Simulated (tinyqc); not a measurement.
# p-i-n junction, non-linear Poisson equation by Newton steps, step by step

Computed by the program tinyqc: `OMP_NUM_THREADS=1 python tinyqc.py 2000059 2000060 out.jsonl`, one thread of a shared Intel Xeon 2.30GHz, about 0.04 s for the whole run. Printed values are rounded; ~0 in a residual or rate marks an entry under 1e-11 of the largest of its column.

One dimension, p side on the left, n side on the right; net doping C = -Na for x < 0, 0 for 0 < x < Li and +Nd beyond. The potential psi is counted from the intrinsic level, and the quasi-Fermi potentials are flat: 0 for holes and -V for electrons, so n = ni exp((psi + V)/Vt) and p = ni exp(-psi/Vt) (Boltzmann statistics, full ionisation, no current).

Inputs (values chosen for the exercise); band and dielectric values close to those of indium phosphide:
- T = 273 K (temperature)
- Eg = 1.34 eV (band gap)
- eps_r = 12.7 (relative permittivity)
- Nc = 4.9e17 cm^-3 (conduction-band density of states at T)
- Nv = 9.55e18 cm^-3 (valence-band density of states at T)
- Na = 1.3e16 cm^-3 (acceptor density of the p side)
- Nd = 3e16 cm^-3 (donor density of the n side)
- V = 0.16 V (bias of the p side against the n side)
- Li = 440 nm (width of the undoped layer, from x = 0 to Li)

Constants: q = 1.602176634e-19 C, kB = 1.380649e-23 J/K, Vt = kB T/q, eps0 = 8.8541878128e-14 F/cm where lengths are in cm. Results are converted to the units shown.

Range of the model: Flat quasi-Fermi levels over the whole structure hold only for low forward bias and sides short against the diffusion lengths.

## Intrinsic density, end potentials and Debye lengths

ni = sqrt(Nc Nv) exp(-Eg/(2 Vt)), Eg in volts; psi_p = -Vt ln(Na/ni), psi_n = Vt ln(Nd/ni) - V; Debye length sqrt(eps0 eps_r Vt/(q N)).

ni = 9.25579e5 cm^-3
psi_p = -0.549682 V
psi_n = 0.409355 V
Debye length, p side = 35.6383 nm
Debye length, n side = 23.4600 nm

## Net doping on the mesh

x, node 0 to 16 (nm): [-653, -500, -371, -262, -170, -92.7, -27.5, 27.5, 87, 151, 221, 297, 379, 467, 563, 667, 779]

C = -Na for x < 0, 0 for 0 < x < Li and +Nd beyond, taken at the nodes.

net doping C, node 0 to 16 (cm^-3): [-1.3e16, -1.3e16, -1.3e16, -1.3e16, -1.3e16, -1.3e16, -1.3e16, 0, 0, 0, 0, 0, 0, 3e16, 3e16, 3e16, 3e16]

## Couplings between neighbouring nodes

a_i = eps0 eps_r/h_i for the interval from node i to i + 1, with h_i = x_(i+1) - x_i in cm.

coupling a_i, interval 0 to 15 (F/cm^2): [7.34955e-8, 8.71691e-8, 1.03163e-7, 1.22226e-7, 1.45470e-7, 1.72467e-7, 2.04451e-7, 1.88989e-7, 1.75700e-7, 1.60640e-7, 1.47958e-7, 1.37132e-7, 1.27782e-7, 1.17134e-7, 1.08123e-7, 1.00400e-7]

## Starting potential

psi_p = -Vt ln(Na/ni) on nodes with x < 0 and psi_n = Vt ln(Nd/ni) - V on the others.

psi at the start, node 0 to 16 (V): [-0.549682, -0.549682, -0.549682, -0.549682, -0.549682, -0.549682, -0.549682, 0.409355, 0.409355, 0.409355, 0.409355, 0.409355, 0.409355, 0.409355, 0.409355, 0.409355, 0.409355]

## Iteration 1: densities, residual and Jacobian diagonal

n_i = ni exp((psi_i + V)/Vt), p_i = ni exp(-psi_i/Vt), rho_i = p_i - n_i + C_i, g_i = (n_i + p_i)/Vt. Box widths w_i = (h_(i-1) + h_i)/2 in cm. Residual F_i = a_i (psi_(i+1) - psi_i) - a_(i-1) (psi_i - psi_(i-1)) + q rho_i w_i; Jacobian: a_(i-1) and a_i beside the diagonal, b_i = -a_(i-1) - a_i - q g_i w_i on it. The two end nodes are fixed.

n, node 0 to 16 (cm^-3): [0.0592379, 0.0592379, 0.0592379, 0.0592379, 0.0592379, 0.0592379, 0.0592379, 3e16, 3e16, 3e16, 3e16, 3e16, 3e16, 3e16, 3e16, 3e16, 3e16]
p, node 0 to 16 (cm^-3): [1.3e16, 1.3e16, 1.3e16, 1.3e16, 1.3e16, 1.3e16, 1.3e16, 0.0256697, 0.0256697, 0.0256697, 0.0256697, 0.0256697, 0.0256697, 0.0256697, 0.0256697, 0.0256697, 0.0256697]
residual F, node 1 to 15 (C/cm^2): [~0, ~0, ~0, ~0, ~0, 1.96076e-7, -2.23594e-7, -2.96803e-8, -3.22038e-8, -3.50877e-8, -3.79716e-8, -4.08555e-8, ~0, ~0, ~0]
diagonal b, node 1 to 15 (F/cm^2): [-1.40902e-6, -1.24391e-6, -1.11517e-6, -1.01715e-6, -9.48753e-7, -9.09017e-7, -1.56313e-6, -1.62632e-6, -1.70524e-6, -1.80008e-6, -1.89916e-6, -2.00157e-6, -2.12460e-6, -2.26839e-6, -2.41510e-6]

## Iteration 1: Newton step

Solve the tridiagonal system a_(i-1) d_(i-1) + b_i d_i + a_i d_(i+1) = -F_i for nodes 1 to 15, with d = 0 on fixed nodes. Each component d is damped to sign(d) Vt ln(1 + |d|/Vt) before it is added.

Newton step d, before damping, node 1 to 15 (V): [0.000003, 0.000048, 0.000581, 0.005260, 0.036291, 0.195204, -0.121750, -0.035069, -0.024724, -0.023624, -0.023430, -0.022102, -0.001333, -0.000069, -0.000003]
psi after iteration 1, node 0 to 16 (V): [-0.549682, -0.549679, -0.549634, -0.549108, -0.544935, -0.527728, -0.497226, 0.366526, 0.387887, 0.392457, 0.392999, 0.393096, 0.393771, 0.408058, 0.409286, 0.409352, 0.409355]

## Course of the Newton iteration

Stop when the largest undamped |d| is below 1e-9 V, or after 80 iterations.

Course of the iteration:
```
iteration  largest |F| (C/cm^2)  largest |d| (V)  at node
1                       2.24e-7            0.195        6
2                       1.77e-7            0.297        6
3                       1.45e-7            0.337        7
4                       1.18e-7            0.443        7
5                       9.94e-8            0.505        7
6                       9.12e-8            0.485        7
7                       8.32e-8            0.421        7
8                       7.40e-8            0.351        7
9                       6.33e-8            0.286        7
10                      5.14e-8            0.225        7
11                      3.95e-8            0.170        7
12                      2.88e-8            0.120        7
13                      1.93e-8           0.0774        7
14                      1.14e-8           0.0431        7
15                      5.38e-9           0.0186        7
16                      1.59e-9          4.87e-3        7
17                     1.63e-10          4.42e-4        7
18                     1.60e-12          4.09e-6        7
19                     1.40e-16         3.54e-10        7
```

Converged in 19 iterations. Once the step is below 0.1 Vt, 2 more iteration(s) reach the threshold: near the solution the error is roughly squared each time.

## Converged densities, field and charge

converged psi, node 0 to 16 (V): [-0.549682, -0.549681, -0.549663, -0.549448, -0.547570, -0.535588, -0.486700, -0.388444, -0.282215, -0.167953, -0.042978, 0.092708, 0.239107, 0.396448, 0.408678, 0.409325, 0.409355]

n and p as above; field E_i = -(psi_(i+1) - psi_i)/h_i on each interval; charge on either side of the peak Q = eps0 eps_r |E|max (Gauss).

n, node 0 to 16 (cm^-3): [0.0592379, 0.0592409, 0.0592870, 0.0598305, 0.0648010, 0.107842, 0.861571, 56.1274, 5131.43, 6.60088e5, 1.33881e8, 4.28142e10, 2.15882e13, 1.73319e16, 2.91495e16, 2.99614e16, 3e16]
p, node 0 to 16 (cm^-3): [1.3e16, 1.29993e16, 1.29892e16, 1.28712e16, 1.18840e16, 7.14094e15, 8.93824e14, 1.37204e13, 1.50074e11, 1.16665e9, 5.75207e6, 17986.9, 35.6719, 0.0444320, 0.0264188, 0.0257028, 0.0256697]
field E, interval 0 to 15 (kV/cm): [-0.0001, -0.0014, -0.0197, -0.2041, -1.5501, -7.4981, -17.8648, -17.8536, -17.8535, -17.8535, -17.8535, -17.8535, -17.8797, -1.2740, -0.0621, -0.0027]
peak |E| = 17.8797 kV/cm
charge Q = 20.1054 nC/cm^2

A mesh of more than 1000 nodes gives a peak field of 18.31 kV/cm; the 17-node value is 2.4 % below it.
